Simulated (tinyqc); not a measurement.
# Read current of a NAND string, cells in series solved by shooting: two studies

Cells in series, numbered from 0 at the source line (0 V) to the bit line, each followed by a gap resistance Rg. A cell with gate Vg, threshold VT, source Vs and drain Vd passes I = 2 nf K Vt^2 [F(Vs) - F(Vd)]/(1 + th max(Vg - VT, 0)), F(V) = ln^2(1 + exp((Vg - VT - nf V)/(2 nf Vt))). The selected cell has Vg = Vr, the others Vg = Vp.

Values chosen for this exercise; values of the order met in vertical NAND strings:
- T = 300 K (temperature)
- K = 6.2 uA/V^2 (gain factor of a cell)
- nf = 2.1 (slope factor)
- th = 0.2 1/V (mobility reduction factor)
- Rg = 26 kohm (resistance of the gap between cells)
- Vbl = 0.3 V (bit-line voltage)
- Vp = 6.5 V (pass voltage)
- Ve = -0.8 V (threshold of an erased cell)
- Vh = 3.1 V (threshold of the highest state)
- Vx = 0.7 V (threshold of the selected cell)
- Is = 20 nA (sensing current)
- Vr = 2.14 V (read voltage on the selected word line)

Constants: q = 1.602176634e-19 C, kB = 1.380649e-23 J/K, Vt = kB T/q. Results are converted to the units shown.

Each table varies one quantity; the others keep the values above.

## Read current against the number of cells

For a trial current I start at 0 V and, cell by cell, solve for the drain: sqrt(F(Vd)) = sqrt(F(Vs) - I/k), k = 2 nf K Vt^2/(1 + th max(Vg - VT, 0)), Vd = [Vg - VT - 2 nf Vt ln(exp(sqrt F) - 1)]/nf, then add I Rg. The string current is the I for which the last node reaches Vbl. The apparent threshold is the Vr at which I = Is. Background: all other cells erased (VT = Ve) or all in the highest state (VT = Vh); ratio and shift are high over erased and high minus erased. The selected cell is in the middle, cell n/2.

Read current against the number of cells:
columns A: n; B: I, others erased (uA); C: I, others high (uA); D: ratio; E: apparent VT, erased (V); F: apparent VT, high (V); G: background shift (mV)
```
A          B        C       D       E       F      G
8     0.3787   0.2977  0.7861  0.7859  0.7903  4.360
16    0.2064   0.1565  0.7579  0.7997  0.8085  8.776
32    0.1080  0.08023  0.7428  0.8273  0.8451  17.79
64   0.05528  0.04063  0.7350  0.8828  0.9197  36.97
96   0.03714  0.02720  0.7324  0.9394   1.004  64.69
128  0.02797  0.02045  0.7311   1.002   1.373  370.9
```

With erased neighbours the current falls from 0.379 to 0.0280 uA, as n^(-0.88) between the first two rows and n^(-0.99) between the last two (-1 once the series resistance rules). The ratio falls from 0.786 to 0.731 and the background shift rises from 4.36 to 371 mV.

## Effect of the bit-line voltage

Same model as above.

The string has 128 cells and the selected one is cell 64.

Result of one run:
columns A: Vbl (V); B: I, others erased (uA); C: I, others high (uA); D: ratio; E: apparent VT, erased (V); F: apparent VT, high (V); G: background shift (mV)
```
A          B        C       D       E      F      G
0.6  0.05386  0.03741  0.6946  0.9942  1.071  76.89
```

What becomes of these results when the bit-line voltage Vbl is changed from 0.6 to 0.8 V, all else the same?

Result of the changed run:
columns A: Vbl (V); B: I, others erased (uA); C: I, others high (uA); D: ratio; E: apparent VT, erased (V); F: apparent VT, high (V); G: background shift (mV)
```
A          B        C       D       E      F      G
0.8  0.06975  0.04660  0.6681  0.9942  1.071  76.88
```

The whole series:
columns A: Vbl (V); B: I, others erased (uA); C: I, others high (uA); D: ratio; E: apparent VT, erased (V); F: apparent VT, high (V); G: background shift (mV)
```
A          B        C       D       E      F      G
0.3  0.02797  0.02045  0.7311   1.002  1.373  370.9
0.4  0.03684  0.02651  0.7194  0.9944  1.076  81.64
0.5  0.04548  0.03217  0.7072  0.9942  1.071  77.05
0.6  0.05386  0.03741  0.6946  0.9942  1.071  76.89
0.7  0.06196  0.04223  0.6815  0.9942  1.071  76.88
0.8  0.06975  0.04660  0.6681  0.9942  1.071  76.88
```

As Vbl goes from 0.3 to 0.8 V, the current with erased neighbours rises from 0.0280 to 0.0698 uA, that with high neighbours rises from 0.0204 to 0.0466 uA and the ratio falls from 0.731 to 0.668. The background shift falls from 371 to 76.9 mV.

Program tinyqc, `OMP_NUM_THREADS=1 python tinyqc.py 2142006 2142007 out.jsonl`; Intel Xeon 2.30GHz, shared host, one thread, about 0.6 s.
